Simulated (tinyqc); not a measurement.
# Dose and depth of a threshold implant

Problem. A sheet of D acceptors per cm^2 lies at depth xi inside the depleted layer of a body doped Na. In the depletion approximation VT = Vfb + f2 + q D/Cox + gamma sqrt(f2 + Vsb - q D xi/(eps0 eps_r)), gamma = sqrt(2 eps0 eps_r q Na)/Cox, Cox = eps0 eox/tox. Find gamma, D and xi.

Parameters, values chosen for the exercise; band and dielectric values close to those of silicon: relative permittivity eps_r = 11.8; acceptor density deep in the body Na = 2.2e16 cm^-3; relative permittivity of the gate insulator (close to silicon nitride) eox = 7.47; insulator thickness tox = 7.9 nm; flat-band voltage Vfb = -0.59 V; band bending 2 phiF at threshold f2 = 0.762 V.

Constants: q = 1.602176634e-19 C, eps0 = 8.8541878128e-14 F/cm where lengths are in cm. Results are converted to the units shown.

VT against the source at Vsb = 0 and 1.6 V (V): [0.31332415, 0.38749051]

Answer. With y^2 = f2 - q D xi/(eps0 eps_r) and d the difference of the thresholds over gamma, sqrt(y^2 + Vsb) - y = d gives y = (Vsb - d^2)/(2 d). The first threshold then gives D, and y^2 gives xi.

gamma = 0.1025 V^0.5
D = 3.400e11 cm^-2
xi = 40.00 nm

Computed by the program tinyqc: `OMP_NUM_THREADS=1 python tinyqc.py 2080039 2080040 out.jsonl`, one thread of a shared Intel Xeon 2.30GHz, about 0.3 s for the whole run.
